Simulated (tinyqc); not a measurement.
# Changing the atoms per cluster m

Model: solid solubility of a dopant against its melt (retrograde solidus), clustering and the electrically active fraction. Computed by tinyqc, a small Python program. Command: `OMP_NUM_THREADS=1 python tinyqc.py 3001587 3001588 out.jsonl retro sweep`. One thread of a shared host (Intel(R) Xeon(R) Processor @ 2.30GHz), about 0.01 s of CPU time with the checks.

Inputs (values chosen for the exercise):

| quantity | value | unit |
|---|---|---|
| total dopant density N_t | 1.8e+21 | 1/cm^3 |
| cluster scale N* at 1273 K | 1.6e+20 | 1/cm^3 |
| activation energy E_b of the cluster scale | 0.55 | eV |
| anneal temperature T_a | 1325 | K |
| mobility mu | 65 | cm^2/(V s) |

Clustering: clusters of m atoms, electrons left out.

Constants: k_B = 8.617333262e-05 eV/K; e = 1.602176634e-19 C.

Method. A highly soluble donor (another dopant than that of the solidus) is limited by clustering. Donors N_a are active, and clusters hold m atoms each: N_t = N_a + m C, m C = N* (N_a/N*)^m, with N*(T) = N*(1273 K) exp[-(E_b/k_B)(1/T - 1/1273)]. Resistivity = 1/(e mu N_a).

One run for each value:

| atoms per cluster m | active density N_a (1/cm^3) | active fraction |
|---|---|---|
| 2 | 5.0270e+20 | 0.27928 |
| 3 | 3.7789e+20 | 0.20994 |
| 4 | 3.2323e+20 | 0.17957 |
| 5 | 2.9327e+20 | 0.16293 |
| 6 | 2.7450e+20 | 0.15250 |

What does the table show?

Over the rows, active density N_a (1/cm^3) falls from 5.03e20 to 2.75e20 (exponent d ln y / d ln x -0.70 between the first rows and -0.36 between the last); active fraction falls from 0.279 to 0.153 (exponent d ln y / d ln x -0.70 between the first rows and -0.36 between the last).

Caution (all rows): this clustering law is a generic form; degeneracy and a doping-dependent mobility are left out.
